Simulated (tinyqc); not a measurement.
Comparisons within one model: phonon-assisted absorption at an indirect gap. A value that a table varies takes the place of the one given here.

alpha(E) = sum_j A_j [N_j (E - Eg + w_j)^2 + (N_j + 1)(E - Eg - w_j)^2], each bracket counted only where its base is positive; N_j = 1/(exp(w_j/kB T) - 1). The first term absorbs a phonon and the second emits one; excitons and direct transitions are left out.

Photodiode (Gaertner form with a dead layer): QE = (1 - R) exp(-alpha xj) [1 - exp(-alpha W)/(1 + alpha L)], R = ((nr - 1)/(nr + 1))^2; responsivity = QE/E in A/W for E in eV.

Constants: kB = 8.617333262e-05 eV/K.

Inputs chosen for the exercise (loosely those of Si at room temperature; Eg is not tied to T; the results hold for these values, not for the real material):
- Eg = 1.11 eV (indirect gap, held fixed unless listed)
- w = (58.5, 19.2) meV (two zone-edge phonons)
- A = (3400, 200) 1/(cm eV^2) (their strengths)
- T = 200 K
- nr = 3.63 (refractive index)
- xj = 0.27 micrometre (dead layer at the surface)
- W = 7 micrometre (depleted width)
- L = 33 micrometre (minority diffusion length below it)
- E = 1.13 eV (photon energy)

## The square root of alpha at three temperatures

The gap is held fixed, so only the phonon occupations change.

sqrt(alpha) (1/cm^(1/2)):
```
E - Eg (eV)    77 K   300 K   600 K
-0.04         0.013   0.368   0.744
-0.02         0.027   0.765   1.549
0.00          0.078   1.191   2.388
0.02          0.146   1.647   3.265
0.04          0.371   2.152   4.189
0.07          1.048   3.074   5.710
0.10          2.724   4.640   7.736
0.15          5.696   7.789  11.669
0.20          8.695  11.116  15.847
0.30         14.706  17.907  24.432
0.45         23.732  28.187  37.489
0.60         32.760  38.500  50.613
```

Below the gap only phonon absorption acts: at E - Eg = -0.02 eV sqrt(alpha) is 0.027, 0.765 and 1.549 at 77, 300 and 600 K. A straight line through the last two rows meets the axis at E - Eg = +0.0557, +0.0400 and +0.0215 eV: the intercept is roughly a weighted mean of the thresholds, not the gap, and it moves from the emission side towards Eg as the occupations grow. At the last row alpha grows by a factor 2.39 from the lowest to the highest temperature at fixed gap.

## Spectral response

Response:
```
E (eV)  wavelength (nm)  alpha (1/cm)  1/alpha (micrometre)  dead layer  collected     QE    A/W
1.13               1097         0.878              1.14e+04       1.000      0.004  0.002  0.002
1.17               1060          2.77              3.60e+03       1.000      0.011  0.007  0.006
1.23               1008          22.0                   455       0.999      0.082  0.055  0.045
1.31                946          92.8                   108       0.997      0.282  0.191  0.146
1.41                879           254                  39.4       0.993      0.544  0.366  0.260
1.56                795           647                  15.5       0.983      0.797  0.531  0.340
1.76                704      1.45e+03                  6.89       0.962      0.938  0.611  0.347
2.01                617      2.91e+03                  3.43       0.924      0.988  0.618  0.308
2.31                537      5.33e+03                  1.88       0.866      0.999  0.586  0.254
2.71                458      9.68e+03                  1.03       0.770      1.000  0.521  0.192
```

QE is highest, 0.618, at 2.01 eV of those listed and the responsivity at 1.76 eV; reflection alone caps QE at 0.677. Near the gap weak absorption limits it (collected share 0.004); at the top the dead layer passes 0.770. Far above the gap the quadratic law and a constant index are only rough.

## What moves the response

At the energy E. Each row changes one parameter from the base and keeps the others.

Results:
```
case                  alpha (1/cm)      QE
base                        0.8780  0.0024
Eg = 1.09 eV                 1.617  0.0044
T = 250 K                    1.699  0.0046
W = 14 micrometre           0.8780  0.0028
L = 16.5 micrometre         0.8780  0.0014
xj = 0.54 micrometre        0.8780  0.0024
nr = 3.81                   0.8780  0.0023
```

The largest shifts from the base row, up to three for each result and ties (the steps differ in size, so this ranks the rows, not the parameters). alpha (1/cm): T +0.821, Eg +0.739; unchanged at the printed digits by W, L, xj and nr. QE: T +0.0022, Eg +0.0020, L -0.0010; unchanged at the printed digits by xj.

(tinyqc, `OMP_NUM_THREADS=1 python tinyqc.py 1681138 1681139 out.jsonl`, Intel(R) Xeon(R) Processor @ 2.30GHz, 1 thread, shared host, about 0.01 s.)
